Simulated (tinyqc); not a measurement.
Long runs: velocity against field: Monte Carlo simulation of one carrier in a uniform electric field. Computed by tinyqc, a small Python program. Command: `OMP_NUM_THREADS=1 python tinyqc.py 3012810 3012811 out.jsonl mcfl walk`. One thread of a shared host (Intel(R) Xeon(R) Processor @ 2.30GHz), about 3 s of CPU time with the checks.

The force e F acts along +z. Flights end at the constant total rate Gamma; the part of Gamma that the real rates do not fill is self-scattering, which leaves k unchanged. One valley, no impurities and no intervalley scattering.

Inputs (values chosen for the exercise, modelled on GaSb):

| quantity | value | unit |
|---|---|---|
| effective mass m | 0.0418 | m_0 |
| non-parabolicity alpha | 1.3 | 1/eV |
| static permittivity eps_s | 15.7 | - |
| high-frequency permittivity eps_inf | 14.4 | - |
| density rho | 5610 | kg/m^3 |
| sound velocity v_l | 4330 | m/s |
| acoustic deformation potential D_A | 7.9 | eV |
| optical phonon energy hbar w | 29.8 | meV |
| lattice temperature T | 100 | K |
| electric field F | 0.11 | kV/cm |
| energy E_max up to which Gamma must cover the rates | 0.6 | eV |
| seed of the random numbers | 30887 | - |

Crystal: polar. Band: Kane.

Constants: k_B = 1.380649e-23 J/K; e = 1.602176634e-19 C; hbar = 1.054571817e-34 J s; m_0 = 9.1093837015e-31 kg; hbar = 6.582119569e-16 eV s; eps_0 = 8.8541878128e-12 F/m; k_B = 8.617333262e-05 eV/K.

Method:
- Kane band: hbar^2 k^2/(2 m) = E (1 + alpha E), speed v = hbar k/(m (1 + 2 alpha E)), states per spin, volume and energy g(E) = m k (1 + 2 alpha E)/(2 pi^2 hbar^2); overlap factors are set to 1. Masses are multiplied by m_0 and all formulas are in SI units.
- Phonon occupation N_q = 1/(exp(hbar w/(k_B T)) - 1).
- Acoustic deformation potential (elastic, equipartition, absorption and emission together): 1/tau = 2 pi k_B T D_A^2 g(E)/(hbar rho v_l^2).
- Polar optical, unscreened: W = e^2 w (1/eps_inf - 1/eps_s) m (1 + 2 alpha E') ln|(k + k')/(k - k')| / (4 pi eps_0 hbar^2 k), times N_q for absorption (E' = E + hbar w) and N_q + 1 for emission (E' = E - hbar w > 0), with alpha = 0 for a parabolic band; mean cosine of the angle <cos> = (k^2 + k'^2)/(2 k k') - 1/ln|(k + k')/(k - k')|.
- Gamma is 1.05 times the largest total rate on the grid E = (j + 1/2) E_max/400, j = 0..399.
- On the grid E_j = (j + 1/2) hbar w/12 up to 20 k_B T + 2 hbar w, solve (sum of rates) l(E) = v(E) + W_abs <cos> l(E + hbar w) + W_em <cos> l(E - hbar w); mu_0 = e sum g v l exp(-E/k_B T)/(3 k_B T sum g exp(-E/k_B T)).
- Flight: t = -ln(r1)/Gamma; k_z grows by e F t/hbar; E follows from the band; dz = (E_end - E_start)/(e F).
- Choice: with cumulative rates in the order acoustic, absorption, emission, the process is the first whose sum exceeds r2 Gamma; if none, self-scattering.
- Final state: E' = E, E + hbar w or E - hbar w gives k'. Isotropic processes: cos(theta) = 1 - 2 r3 from the z axis, phi = 2 pi r4, k' (sin theta cos phi, sin theta sin phi, cos theta). Polar processes: cos(b) = [1 + xi - (1 + 2 xi)^r3]/xi, xi = 2 k k'/(k - k')^2, b from the old direction n; new direction cos b n + sin b (cos phi e1 + sin phi e2), e1 = (z x n)/|z x n|, e2 = n x e1.
- Each row: 250 carriers from a thermal start, 1600 flights each, the first half discarded, random numbers not printed; the error is the standard error over ten groups; the mean energy is taken at the ends of flights, which sample time evenly. Fields at which more than 0.02 % of the events exceed Gamma are left out.

Gamma = 2.74761 1e12/s

low-field mobility mu_0 = 364366 cm^2/(V s)

Monte Carlo results:

| F (kV/cm) | drift velocity (1e5 m/s) | error (1e5 m/s) | mu_0 F (1e5 m/s) | mean energy (meV) | real events (%) |
|---|---|---|---|---|---|
| 0.028 | 0.791 | 0.024 | 1.020 | 14.9 | 6.60 |
| 0.055 | 1.250 | 0.020 | 2.004 | 15.8 | 7.18 |
| 0.110 | 1.760 | 0.013 | 4.008 | 17.7 | 8.71 |
| 0.220 | 2.210 | 0.011 | 8.016 | 21.3 | 12.40 |
| 0.440 | 2.690 | 0.010 | 16.032 | 30.2 | 21.20 |

What does the comparison show, and why?

At the lowest field the drift velocity is 0.78 +/- 0.02 of the ohmic value mu_0 F, at the highest 0.17 +/- 0.00. The mean energy goes from 15 to 30 meV against the parabolic-band thermal value 3 k_B T/2 = 13 meV: the carriers heat, more of them reach the emission threshold, where they lose momentum, and the curve bends below the ohmic line. Only 7 to 21 % of the events are real; the rest is the price of a constant Gamma. Where hbar w is several k_B T, energy relaxes slowly and the low-field energies may still be drifting.

Extremes, crossings and ranges named in words are read from the listed rows.
